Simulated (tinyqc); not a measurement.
Hueckel theory of the pi electrons with the omega technique, for the molecule C1=CC=CN=CC=C1 (SMILES; centres numbered as the heavy atoms are written), step by step. Computed by tinyqc, a small Python program that keeps every step. Settings: charge = 0, omega = 1.0, damping = 0. Command: `OMP_NUM_THREADS=1 python tinyqc.py 27972 27973 out.jsonl` (the two numbers bound the seeds that draw the settings). One thread of a shared host (Intel(R) Xeon(R) Processor @ 2.60GHz), about 0.01 s of CPU time with the checks.

## The Hueckel matrix

Centres:
```
centre  z_r, pi electrons of the neutral centre         h
1C                                            1  0.000000
2C                                            1  0.000000
3C                                            1  0.000000
4C                                            1  0.000000
5N                                            1  0.500000
6C                                            1  0.000000
7C                                            1  0.000000
8C                                            1  0.000000
```

Bonds:
```
i  j         k
1  2         1
2  3         1
3  4         1
4  5         1
5  6  1.000000
6  7         1
7  8         1
8  1         1
```

H_rr = alpha + h_r beta, H_rs = k_rs beta for bonded centres.

Hueckel matrix in units of beta (H = alpha + beta A), order 1C, 2C, 3C, 4C, 5N, 6C, 7C, 8C:
$$\begin{pmatrix}
0.000000 & 1.000000 & 0.000000 & 0.000000 & 0.000000 & 0.000000 & 0.000000 & 1.000000 \\
1.000000 & 0.000000 & 1.000000 & 0.000000 & 0.000000 & 0.000000 & 0.000000 & 0.000000 \\
0.000000 & 1.000000 & 0.000000 & 1.000000 & 0.000000 & 0.000000 & 0.000000 & 0.000000 \\
0.000000 & 0.000000 & 1.000000 & 0.000000 & 1.000000 & 0.000000 & 0.000000 & 0.000000 \\
0.000000 & 0.000000 & 0.000000 & 1.000000 & 0.500000 & 1.000000 & 0.000000 & 0.000000 \\
0.000000 & 0.000000 & 0.000000 & 0.000000 & 1.000000 & 0.000000 & 1.000000 & 0.000000 \\
0.000000 & 0.000000 & 0.000000 & 0.000000 & 0.000000 & 1.000000 & 0.000000 & 1.000000 \\
1.000000 & 0.000000 & 0.000000 & 0.000000 & 0.000000 & 0.000000 & 1.000000 & 0.000000
\end{pmatrix}$$

## Orbitals, round 1

pi electrons, sum of z_r less the charge = 8

Diagonalise; E = alpha + x beta with beta < 0, so the largest x are filled first; degenerate levels share their electrons. P = sum n_i c_ri c_si; each orbital has its largest coefficient positive (the first on a tie).

x values: [2.088793, 1.539881, 1.414214, 0.122634, 0.000000, -1.297651, -1.414214, -1.953657]

occupations: [2.000000, 2.000000, 2.000000, 2.000000, 0.000000, 0.000000, 0.000000, 0.000000]

coefficients, order 1C, 2C, 3C, 4C, 5N, 6C, 7C, 8C:
$$\begin{pmatrix}
0.274846 & 0.527766 & 0.000000 & 0.500907 & 0.000000 & 0.484909 & 0.000000 & 0.399847 \\
0.287048 & 0.406348 & 0.353553 & 0.030714 & 0.500000 & -0.314621 & -0.353553 & -0.390582 \\
0.324738 & 0.097962 & 0.500000 & -0.497141 & 0.000000 & -0.076640 & 0.500000 & 0.363216 \\
0.391262 & -0.255498 & 0.353553 & -0.091681 & -0.500000 & 0.414074 & -0.353553 & -0.319017 \\
0.492528 & -0.491399 & 0.000000 & 0.485898 & 0.000000 & -0.460683 & 0.000000 & 0.260034 \\
0.391262 & -0.255498 & -0.353553 & -0.091681 & 0.500000 & 0.414074 & 0.353553 & -0.319017 \\
0.324738 & 0.097962 & -0.500000 & -0.497141 & 0.000000 & -0.076640 & -0.500000 & 0.363216 \\
0.287048 & 0.406348 & -0.353553 & 0.030714 & -0.500000 & -0.314621 & 0.353553 & -0.390582
\end{pmatrix}$$

charge and bond-order matrix P, order 1C, 2C, 3C, 4C, 5N, 6C, 7C, 8C:
$$\begin{pmatrix}
1.209971 & 0.617472 & -0.216135 & -0.146460 & 0.238831 & -0.146460 & -0.216135 & 0.617472 \\
0.617472 & 0.746918 & 0.589059 & 0.261348 & -0.086752 & -0.238652 & -0.118047 & 0.246918 \\
-0.216135 & 0.589059 & 1.224401 & 0.648767 & -0.259511 & -0.058340 & 0.224401 & -0.118047 \\
-0.146460 & 0.261348 & 0.648767 & 0.703542 & 0.547424 & 0.203542 & -0.058340 & -0.238652 \\
0.238831 & -0.086752 & -0.259511 & 0.547424 & 1.440307 & 0.547424 & -0.259511 & -0.086752 \\
-0.146460 & -0.238652 & -0.058340 & 0.203542 & 0.547424 & 0.703542 & 0.648767 & 0.261348 \\
-0.216135 & -0.118047 & 0.224401 & -0.058340 & -0.259511 & 0.648767 & 1.224401 & 0.589059 \\
0.617472 & 0.246918 & -0.118047 & -0.238652 & -0.086752 & 0.261348 & 0.589059 & 0.746918
\end{pmatrix}$$

## Omega technique, round 1

h_r = h_r(0) + omega q_r, omega = 1, with q_r = z_r - P_rr.

matrix after round 1, order 1C, 2C, 3C, 4C, 5N, 6C, 7C, 8C:
$$\begin{pmatrix}
-0.209971 & 1.000000 & 0.000000 & 0.000000 & 0.000000 & 0.000000 & 0.000000 & 1.000000 \\
1.000000 & 0.253082 & 1.000000 & 0.000000 & 0.000000 & 0.000000 & 0.000000 & 0.000000 \\
0.000000 & 1.000000 & -0.224401 & 1.000000 & 0.000000 & 0.000000 & 0.000000 & 0.000000 \\
0.000000 & 0.000000 & 1.000000 & 0.296458 & 1.000000 & 0.000000 & 0.000000 & 0.000000 \\
0.000000 & 0.000000 & 0.000000 & 1.000000 & 0.059693 & 1.000000 & 0.000000 & 0.000000 \\
0.000000 & 0.000000 & 0.000000 & 0.000000 & 1.000000 & 0.296458 & 1.000000 & 0.000000 \\
0.000000 & 0.000000 & 0.000000 & 0.000000 & 0.000000 & 1.000000 & -0.224401 & 1.000000 \\
1.000000 & 0.000000 & 0.000000 & 0.000000 & 0.000000 & 0.000000 & 1.000000 & 0.253082
\end{pmatrix}$$

## Orbitals, round 2

As before.

x values: [2.080904, 1.521905, 1.461486, 0.274653, -0.147090, -1.324246, -1.410999, -1.956611]

occupations: [2.000000, 2.000000, 2.000000, 2.000000, 0.000000, 0.000000, 0.000000, 0.000000]

coefficients, order 1C, 2C, 3C, 4C, 5N, 6C, 7C, 8C:
$$\begin{pmatrix}
0.292917 & 0.477761 & 0.000000 & 0.000000 & 0.487779 & 0.527101 & 0.000000 & 0.412529 \\
0.335518 & 0.413711 & 0.376031 & 0.502639 & 0.015336 & -0.293668 & -0.325507 & -0.360270 \\
0.320351 & 0.047165 & 0.454397 & 0.010842 & -0.493916 & -0.063891 & 0.541669 & 0.383557 \\
0.402987 & -0.331346 & 0.390031 & -0.497228 & -0.053521 & 0.363938 & -0.317238 & -0.304132 \\
0.398758 & -0.453212 & 0.000000 & 0.000000 & 0.517655 & -0.525945 & 0.000000 & 0.301672 \\
0.402987 & -0.331346 & -0.390031 & 0.497228 & -0.053521 & 0.363938 & 0.317238 & -0.304132 \\
0.320351 & 0.047165 & -0.454397 & -0.010842 & -0.493916 & -0.063891 & -0.541669 & 0.383557 \\
0.335518 & 0.413711 & -0.376031 & -0.502639 & 0.015336 & -0.293668 & 0.325507 & -0.360270
\end{pmatrix}$$

charge and bond-order matrix P, order 1C, 2C, 3C, 4C, 5N, 6C, 7C, 8C:
$$\begin{pmatrix}
0.628112 & 0.591868 & 0.232740 & -0.080525 & -0.199448 & -0.080525 & 0.232740 & 0.591868 \\
0.591868 & 1.355550 & 0.606627 & -0.210270 & -0.107416 & 0.202782 & -0.098641 & -0.220632 \\
0.232740 & 0.606627 & 0.622886 & 0.570614 & 0.212733 & -0.116737 & -0.203490 & -0.098641 \\
-0.080525 & -0.210270 & 0.570614 & 1.343099 & 0.621729 & -0.254343 & -0.116737 & 0.202782 \\
-0.199448 & -0.107416 & 0.212733 & 0.621729 & 0.728819 & 0.621729 & 0.212733 & -0.107416 \\
-0.080525 & 0.202782 & -0.116737 & -0.254343 & 0.621729 & 1.343099 & 0.570614 & -0.210270 \\
0.232740 & -0.098641 & -0.203490 & -0.116737 & 0.212733 & 0.570614 & 0.622886 & 0.606627 \\
0.591868 & -0.220632 & -0.098641 & 0.202782 & -0.107416 & -0.210270 & 0.606627 & 1.355550
\end{pmatrix}$$

## Omega technique, round 2

As before.

matrix after round 2, order 1C, 2C, 3C, 4C, 5N, 6C, 7C, 8C:
$$\begin{pmatrix}
0.371888 & 1.000000 & 0.000000 & 0.000000 & 0.000000 & 0.000000 & 0.000000 & 1.000000 \\
1.000000 & -0.355550 & 1.000000 & 0.000000 & 0.000000 & 0.000000 & 0.000000 & 0.000000 \\
0.000000 & 1.000000 & 0.377114 & 1.000000 & 0.000000 & 0.000000 & 0.000000 & 0.000000 \\
0.000000 & 0.000000 & 1.000000 & -0.343099 & 1.000000 & 0.000000 & 0.000000 & 0.000000 \\
0.000000 & 0.000000 & 0.000000 & 1.000000 & 0.771181 & 1.000000 & 0.000000 & 0.000000 \\
0.000000 & 0.000000 & 0.000000 & 0.000000 & 1.000000 & -0.343099 & 1.000000 & 0.000000 \\
0.000000 & 0.000000 & 0.000000 & 0.000000 & 0.000000 & 1.000000 & 0.377114 & 1.000000 \\
1.000000 & 0.000000 & 0.000000 & 0.000000 & 0.000000 & 0.000000 & 1.000000 & -0.355550
\end{pmatrix}$$

## Convergence

Each round sets h_r = h_r(0) + omega (z_r - P_rr), keeping the share named as damping of the old diagonal; repeat until output and input diagonals agree to 1e-6.

Rounds:
```
round    sum n x  largest |h(out) - h(in)|
1      10.331043                  4.40e-01
2      10.677893                  7.11e-01
3      11.317499                  8.00e-01
4      11.190547                  8.62e-01
5      11.579803                  8.97e-01
6      11.299551                  9.13e-01
7      11.630064                  9.20e-01
8      11.319443                  9.23e-01
9      11.639055                  9.24e-01
10     11.322971                  9.24e-01
11     11.640643                  9.25e-01
12     11.323593                  9.25e-01
13     11.640923                  9.25e-01
14     11.323703                  9.25e-01
15     11.640972                  9.25e-01
16     11.323723                  9.25e-01
17     11.640981                  9.25e-01
18     11.323726                  9.25e-01
19     11.640982                  9.25e-01
20     11.323727                  9.25e-01
21     11.640982                  9.25e-01
22     11.323727                  9.25e-01
23     11.640982                  9.25e-01
24     11.323727                  9.25e-01
25     11.640982                  9.25e-01
26     11.323727                  9.25e-01
27     11.640982                  9.25e-01
28     11.323727                  9.25e-01
29     11.640982                  9.25e-01
30     11.323727                  9.25e-01
31     11.640982                  9.25e-01
32     11.323727                  9.25e-01
33     11.640982                  9.25e-01
34     11.323727                  9.25e-01
35     11.640982                  9.25e-01
36     11.323727                  9.25e-01
37     11.640982                  9.25e-01
38     11.323727                  9.25e-01
39     11.640982                  9.25e-01
40     11.323727                  9.25e-01
```

Not converged within 40 rounds: the residual has stopped falling: the iteration swings between two states. Reruns: damping 0.5: not converged; damping 0.8: not converged.
